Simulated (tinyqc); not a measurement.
Plane-wave Kohn-Sham cycle with exchange-only LDA in a layered model solid, step by step. One step of it, computed by the program tinyqc.

Question. Iteration 1: potential. V_H(G) = 4 pi rho(G)/G^2 for G != 0 (uniform background); v_x = -(3 rho/pi)^(1/3); V = V_ext + V_H + v_x; Fourier components f(G_m) = (1/N) sum_j f(x_j) exp(-i G_m x_j).

A solid whose potential varies along x alone (atomic units):
```
parameter                      value
period a                   11.100000
cross-section of the cell  18.000000
electrons per cell                 4
grid points                       16
plane waves -n..n, n               3
k points                           1
V1 in V1 cos(2 pi x/a)     -0.360000
V2 in V2 cos(4 pi x/a)     -0.220000
```

density at the start, on the grid x_j = j a/N (e/bohr^3): [0.02002002, 0.02002002, 0.02002002, 0.02002002, 0.02002002, 0.02002002, 0.02002002, 0.02002002, 0.02002002, 0.02002002, 0.02002002, 0.02002002, 0.02002002, 0.02002002, 0.02002002, 0.02002002]

Give: Potentials on the grid; V(G_m), m = 0, 1, 2, ....

Answer.

Potentials on the grid (hartree):
```
x          V_ext     V_H      v_x        V
0.0000   -0.5800  0.0000  -0.2674  -0.8474
0.6937   -0.4882  0.0000  -0.2674  -0.7556
1.3875   -0.2546  0.0000  -0.2674  -0.5219
2.0812    0.0178  0.0000  -0.2674  -0.2496
2.7750    0.2200  0.0000  -0.2674  -0.0474
3.4688    0.2933  0.0000  -0.2674   0.0259
4.1625    0.2546  0.0000  -0.2674  -0.0128
4.8563    0.1770  0.0000  -0.2674  -0.0904
5.5500    0.1400  0.0000  -0.2674  -0.1274
6.2438    0.1770  0.0000  -0.2674  -0.0904
6.9375    0.2546  0.0000  -0.2674  -0.0128
7.6312    0.2933  0.0000  -0.2674   0.0259
8.3250    0.2200  0.0000  -0.2674  -0.0474
9.0188    0.0178  0.0000  -0.2674  -0.2496
9.7125   -0.2546  0.0000  -0.2674  -0.5219
10.4062  -0.4882  0.0000  -0.2674  -0.7556
```

V(G_m), m = 0, 1, 2, ... (hartree): [-0.2674, -0.1800, -0.1100, 0.0000, 0.0000, 0.0000, 0.0000]
